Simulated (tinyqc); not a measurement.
CCSD on RHF in the sto-6g basis, frozen core, for BeH+, spin multiplicity 1, step by step. Computed by tinyqc, a small Python program that keeps every step (integrals from PySCF). Settings: charge = 1, multiplicity = 1, basis = sto-6g, method = RHF, frozen orbitals = 1, energy threshold = 1e-10, iteration cap = 85, orthogonalisation = canonical, start = atomic densities, DIIS depth = 6, amplitude equations = CCSD, DIIS depth for amplitudes = 0, cap on updates = 51. Command: `OMP_NUM_THREADS=1 python tinyqc.py 23005 23006 out.jsonl` (the two numbers bound the seeds that draw the settings). One thread of a shared host (Intel(R) Xeon(R) Processor @ 2.60GHz), about 0.3 s of CPU time with the checks. The early iterations of the SCF are left out here.

## One-electron integrals

Geometry (angstrom):
```
atom,x,y,z
Be,0.00000,0.00000,0.00000
H,0.00000,0.00000,1.33200
```

Basis sto-6g: exponents (1/bohr^2) and contraction coefficients of normalised primitives:
```
element,l (shell),exponent,coefficient
Be,s (1),312.87049,0.00916
Be,s (1),57.36446,0.04936
Be,s (1),16.04851,0.16854
Be,s (1),5.51310,0.37056
Be,s (1),2.14090,0.41649
Be,s (1),0.88174,0.13033
Be,s (2),13.63325,-0.01325
Be,s (2),2.69838,-0.04699
Be,s (2),0.83865,-0.03379
Be,s (2),0.32266,0.25024
Be,s (2),0.14013,0.59512
Be,s (2),0.06423,0.24071
Be,p (3),13.63325,0.00376
Be,p (3),2.69838,0.03768
Be,p (3),0.83865,0.17390
Be,p (3),0.32266,0.41804
Be,p (3),0.14013,0.42586
Be,p (3),0.06423,0.10171
H,s (1),35.52322,0.00916
H,s (1),6.51314,0.04936
H,s (1),1.82214,0.16854
H,s (1),0.62596,0.37056
H,s (1),0.24308,0.41649
H,s (1),0.10011,0.13033
```

Overlap, kinetic and nuclear-attraction integrals over the contracted functions; the nuclear repulsion is the sum of Za Zb / Rab.

nuclear repulsion = 1.5891208 hartree

overlap S, lower triangle:
```
,1Be 1s,1Be 2s,1Be 2px,1Be 2py,1Be 2pz,2H 1s
1Be 1s,1.00000
1Be 2s,0.25476,1.00000
1Be 2px,0.00000,0.00000,1.00000
1Be 2py,0.00000,0.00000,0.00000,1.00000
1Be 2pz,0.00000,0.00000,0.00000,0.00000,1.00000
2H 1s,0.07336,0.46391,0.00000,0.00000,0.52734,1.00000
```

kinetic energy T (hartree), lower triangle:
```
,1Be 1s,1Be 2s,1Be 2px,1Be 2py,1Be 2pz,2H 1s
1Be 1s,6.76875
1Be 2s,-0.20738,0.22012
1Be 2px,0.00000,0.00000,0.66127
1Be 2py,0.00000,0.00000,0.00000,0.66127
1Be 2pz,0.00000,0.00000,0.00000,0.00000,0.66127
2H 1s,-0.01391,0.07023,0.00000,0.00000,0.19562,0.76852
```

nuclear attraction V (hartree), lower triangle:
```
,1Be 1s,1Be 2s,1Be 2px,1Be 2py,1Be 2pz,2H 1s
1Be 1s,-15.11207
1Be 2s,-1.75194,-2.67086
1Be 2px,0.00000,0.00000,-2.63181
1Be 2py,0.00000,0.00000,0.00000,-2.63181
1Be 2pz,-0.01917,-0.14916,0.00000,0.00000,-2.74864
2H 1s,-0.56001,-1.26536,0.00000,0.00000,-1.43130,-2.81594
```

core Hamiltonian H = T + V (hartree), lower triangle:
```
,1Be 1s,1Be 2s,1Be 2px,1Be 2py,1Be 2pz,2H 1s
1Be 1s,-8.34332
1Be 2s,-1.95932,-2.45074
1Be 2px,0.00000,0.00000,-1.97055
1Be 2py,0.00000,0.00000,0.00000,-1.97055
1Be 2pz,-0.01917,-0.14916,0.00000,0.00000,-2.08738
2H 1s,-0.57392,-1.19513,0.00000,0.00000,-1.23568,-2.04741
```

## Two-electron integrals

Functions are numbered as in S; the eight-fold symmetry (ij|kl) = (ji|kl) = (kl|ij) leaves the list below.

Two-electron integrals (ij|kl) in chemists' order, unique and non-zero (hartree):
```
i,j,k,l,(ij|kl)
1,1,1,1,2.30000
2,1,1,1,0.36188
2,1,2,1,0.07193
2,2,1,1,0.57033
2,2,2,1,0.13965
2,2,2,2,0.41777
3,1,3,1,0.01525
3,2,3,1,0.02255
3,2,3,2,0.09234
3,3,1,1,0.57033
3,3,2,1,0.13965
3,3,2,2,0.41777
3,3,3,3,0.45012
4,1,4,1,0.01525
4,2,4,1,0.02255
4,2,4,2,0.09234
4,3,4,3,0.02426
4,4,1,1,0.57033
4,4,2,1,0.13965
4,4,2,2,0.41777
4,4,3,3,0.40160
4,4,4,4,0.45012
5,1,5,1,0.01525
5,2,5,1,0.02255
5,2,5,2,0.09234
5,3,5,3,0.02426
5,4,5,4,0.02426
5,5,1,1,0.57033
5,5,2,1,0.13965
5,5,2,2,0.41777
5,5,3,3,0.40160
5,5,4,4,0.40160
5,5,5,5,0.45012
6,1,1,1,0.10777
6,1,2,1,0.02077
6,1,2,2,0.04003
6,1,3,3,0.03970
6,1,4,4,0.03970
6,1,5,1,0.00205
6,1,5,2,0.00392
6,1,5,5,0.04068
6,1,6,1,0.00634
6,2,1,1,0.22874
6,2,2,1,0.05672
6,2,2,2,0.18131
6,2,3,3,0.17483
6,2,4,4,0.17483
6,2,5,1,0.00794
6,2,5,2,0.04444
6,2,5,5,0.19426
6,2,6,1,0.01799
6,2,6,2,0.11189
6,3,3,1,0.00584
6,3,3,2,0.02564
6,3,5,3,0.00798
6,3,6,3,0.01110
6,4,4,1,0.00584
6,4,4,2,0.02564
6,4,5,4,0.00798
6,4,6,4,0.01110
6,5,1,1,0.23620
6,5,2,1,0.05938
6,5,2,2,0.19861
6,5,3,3,0.18698
6,5,4,4,0.18698
6,5,5,1,0.01297
6,5,5,2,0.06963
6,5,5,5,0.22186
6,5,6,1,0.01988
6,5,6,2,0.14014
6,5,6,5,0.18252
6,6,1,1,0.39348
6,6,2,1,0.09963
6,6,2,2,0.35300
6,6,3,3,0.32752
6,6,4,4,0.32752
6,6,5,1,0.01743
6,6,5,2,0.12150
6,6,5,5,0.40396
6,6,6,1,0.03290
6,6,6,2,0.27018
6,6,6,5,0.36083
6,6,6,6,0.77500
```

## Orthogonalisation

S = U s U^T; canonical form X = U s^(-1/2), so that X^T S X = 1. Each column of U has its largest component positive (the first on a tie).

eigenvalues of S: 0.29057  0.79676  1.00000  1.00000  1.16814  1.74453

X:
```
,1,2,3,4,5,6
1Be 1s,0.19423,0.80444,0.00000,0.00000,0.59693,0.18107
1Be 2s,-0.91155,-0.58882,0.00000,0.00000,0.44220,0.38149
1Be 2px,0.00000,0.00000,-0.07287,0.99734,0.00000,0.00000
1Be 2py,0.00000,0.00000,0.99734,0.07287,0.00000,0.00000
1Be 2pz,-0.95690,0.47692,0.00000,0.00000,-0.52548,0.36322
2H 1s,1.28730,-0.18381,0.00000,0.00000,-0.16754,0.51281
```

Within a degenerate level the vectors are fixed only up to a rotation; this is one choice.

## Iteration 8 (converged): orbitals

converged F (hartree), lower triangle:
```
,1Be 1s,1Be 2s,1Be 2px,1Be 2py,1Be 2pz,2H 1s
1Be 1s,-5.09053
1Be 2s,-1.36786,-0.84649
1Be 2px,0.00000,0.00000,-0.14745
1Be 2py,0.00000,0.00000,0.00000,-0.14745
1Be 2pz,0.01548,-0.15216,0.00000,0.00000,-0.34259
2H 1s,-0.39551,-0.57496,0.00000,0.00000,-0.46114,-0.58067
```

Diagonalise F' = X^T F X, C = X C', fill 2 alpha and 2 beta electrons from the bottom; D = 2 C_occ C_occ^T. Each column has its largest component positive (the first on a tie).

F' = X^T F X (hartree), lower triangle:
```
,1,2,3,4,5,6
1,0.32946
2,-0.24675,-2.21874
3,0.00000,0.00000,-0.14745
4,0.00000,0.00000,0.00000,-0.14745
5,-0.15626,-2.16416,0.00000,0.00000,-2.66832
6,-0.05466,-0.83723,0.00000,0.00000,-1.04118,-1.18728
```

orbital energies (hartree): MO1 -5.09175, MO2 -0.74295, MO3 -0.26558, MO4 -0.14745, MO5 -0.14745, MO6 0.35539

coefficients C:
```
,MO1,MO2,MO3,MO4,MO5,MO6
1Be 1s,0.99565,-0.18313,-0.19115,0.00000,0.00000,0.11211
1Be 2s,0.01673,0.53458,0.76504,0.00000,0.00000,-0.80460
1Be 2px,0.00000,0.00000,0.00000,0.59797,0.80152,0.00000
1Be 2py,0.00000,0.00000,0.00000,0.80152,-0.59797,0.00000
1Be 2pz,-0.00244,0.29697,-0.63782,0.00000,0.00000,-1.02770
2H 1s,-0.00058,0.50068,-0.21877,0.00000,0.00000,1.29748
```

D after iteration 8, lower triangle:
```
,1Be 1s,1Be 2s,1Be 2px,1Be 2py,1Be 2pz,2H 1s
1Be 1s,2.04971
1Be 2s,-0.16248,0.57212
1Be 2px,0.00000,0.00000,0.00000
1Be 2py,0.00000,0.00000,0.00000,0.00000
1Be 2pz,-0.11362,0.31743,0.00000,0.00000,0.17639
2H 1s,-0.18454,0.53529,0.00000,0.00000,0.29737,0.50136
```

Within a degenerate level the vectors are fixed only up to a rotation; this is one choice.

## Convergence

Stop when the energy changes by less than 1e-10 hartree and every element of the error matrix X^T (F D S - S D F) X is below 3e-06.

Course of the cycle:
```
iteration,E (hartree),change,largest element of the error matrix
1,-12.7905434,-,3.39e-01
2,-14.8024303,-2.01e+00,9.68e-02
3,-14.8202303,-1.78e-02,2.45e-02
4,-14.8224206,-2.19e-03,9.17e-03
5,-14.8227754,-3.55e-04,7.51e-04
6,-14.8227772,-1.78e-06,2.69e-05
7,-14.8227772,-1.79e-09,1.71e-06
8,-14.8227772,-7.31e-12,1.09e-07
```

PySCF RHF in the same basis = -14.8227772 hartree

Converged in 8 iterations.

## Integrals over molecular orbitals

(pq|rs) = sum C_ip C_jq C_kr C_ls (ij|kl), one index at a time.

one-electron integrals over orbitals h = C^T H C (hartree), lower triangle:
```
,1,2,3,4,5,6
1,-8.33607
2,0.16432,-2.24113
3,0.20966,0.00463,-1.96524
4,0.00000,0.00000,0.00000,-1.97055
5,0.00000,0.00000,0.00000,0.00000,-1.97055
6,-0.07885,0.15599,-0.02630,0.00000,0.00000,-1.60782
```

Two-electron integrals over orbitals (pq|rs), unique and non-zero (hartree); the lowest 1 orbital is frozen and left out:
```
p,q,r,s,(pq|rs)
2,2,2,2,0.53813
3,2,2,2,-0.06557
3,2,3,2,0.03181
3,3,2,2,0.31948
3,3,3,2,0.02735
3,3,3,3,0.47245
4,2,4,2,0.04243
4,3,4,2,0.03045
4,3,4,3,0.05254
4,4,2,2,0.37060
4,4,3,2,0.01750
4,4,3,3,0.40054
4,4,4,4,0.45012
5,2,5,2,0.04243
5,3,5,2,0.03045
5,3,5,3,0.05254
5,4,5,4,0.02426
5,5,2,2,0.37060
5,5,3,2,0.01750
5,5,3,3,0.40054
5,5,4,4,0.40160
5,5,5,5,0.45012
6,2,2,2,0.06521
6,2,3,2,-0.04522
6,2,3,3,-0.02841
6,2,4,4,-0.05280
6,2,5,5,-0.05280
6,2,6,2,0.12323
6,3,2,2,-0.05587
6,3,3,2,0.02630
6,3,3,3,0.05686
6,3,4,4,0.01515
6,3,5,5,0.01515
6,3,6,2,-0.04464
6,3,6,3,0.04506
6,4,4,2,-0.03018
6,4,4,3,-0.01546
6,4,6,4,0.02710
6,5,5,2,-0.03018
6,5,5,3,-0.01546
6,5,6,5,0.02710
6,6,2,2,0.53195
6,6,3,2,-0.06293
6,6,3,3,0.35029
6,6,4,4,0.37581
6,6,5,5,0.37581
6,6,6,2,0.09301
6,6,6,3,-0.05388
6,6,6,6,0.56727
```

## CCSD: starting amplitudes

t_ij^ab = <ij||ab> / (e_i + e_j - e_a - e_b), whose energy is MP2.

Starting amplitudes (spin orbitals 1a, 1b, ...; amplitudes related by a flip of all spins are not repeated):
```
from,to,t
2a 2b,6a 6b,-0.05610
2a 2b,5a 5b,-0.03563
2a 2b,4a 4b,-0.03563
2a 2b,3a 3b,-0.03331
2a 2b,3a 6b,0.02869
```

correlation energy = -0.0135911 hartree

## CCSD: amplitude update 1

t_i^a D_i^a and t_ij^ab D_ij^ab are set to the remaining terms of the spin-orbital equations, evaluated with the old amplitudes; for the doubles these are <ij||ab> + 1/2 <ab||ef> t_ij^ef + 1/2 <mn||ij> t_mn^ab + P(ij)P(ab) <mb||ej> t_im^ae + terms in t^2 + terms with t1, D the orbital-energy denominators.

Amplitudes after update 1 (spin orbitals 1a, 1b, ...; amplitudes related by a flip of all spins are not repeated):
```
from,to,t
2a 2b,6a 6b,-0.07433
2a 2b,5a 5b,-0.04325
2a 2b,4a 4b,-0.04325
2a 2b,3a 6b,0.04200
2a 2b,3a 3b,-0.04080
2a,3a,0.00983
2a,6a,0.00136
```

correlation energy = -0.0179238 hartree

## CCSD: amplitude update 2

As before.

Amplitudes after update 2 (spin orbitals 1a, 1b, ...; amplitudes related by a flip of all spins are not repeated):
```
from,to,t
2a 2b,6a 6b,-0.07997
2a 2b,3a 6b,0.04796
2a 2b,3a 3b,-0.04598
2a 2b,5a 5b,-0.04482
2a 2b,4a 4b,-0.04482
2a,3a,0.01741
2a,6a,0.00273
```

correlation energy = -0.0194513 hartree

## CCSD: convergence

E_corr = 1/4 sum <ij||ab> t_ij^ab + 1/2 sum <ij||ab> t_i^a t_j^b; stop when the norm of the change is below 1e-8.

Course of the amplitude iterations:
```
update,correlation energy (hartree),norm of the change
0,-0.0135911,-
1,-0.0179238,6.03e-02
2,-0.0194513,2.56e-02
3,-0.0200455,1.40e-02
4,-0.0203059,8.75e-03
5,-0.0204357,5.75e-03
6,-0.0205078,3.84e-03
7,-0.0205513,2.58e-03
8,-0.0205787,1.74e-03
9,-0.0205966,1.18e-03
10,-0.0206084,7.93e-04
11,-0.0206163,5.36e-04
12,-0.0206216,3.62e-04
13,-0.0206251,2.44e-04
...,...,...
26,-0.0206325,1.49e-06
27,-0.0206325,1.01e-06
28,-0.0206325,6.80e-07
29,-0.0206325,4.59e-07
30,-0.0206325,3.10e-07
31,-0.0206325,2.10e-07
32,-0.0206325,1.42e-07
33,-0.0206325,9.57e-08
34,-0.0206325,6.46e-08
35,-0.0206325,4.37e-08
36,-0.0206325,2.95e-08
37,-0.0206325,1.99e-08
38,-0.0206325,1.35e-08
39,-0.0206325,9.09e-09
```

Converged amplitudes (spin orbitals 1a, 1b, ...; amplitudes related by a flip of all spins are not repeated):
```
from,to,t
2a 2b,6a 6b,-0.08111
2a 2b,3a 3b,-0.05786
2a 2b,3a 6b,0.05519
2a 2b,5a 5b,-0.04513
2a 2b,4a 4b,-0.04513
2a,3a,0.03433
2a,6a,0.00544
```

CCSD total energy = -14.8434097 hartree

T1 diagnostic, norm of the one-spin t1 over sqrt(correlated electrons) = 0.02458

Converged in 39 updates.
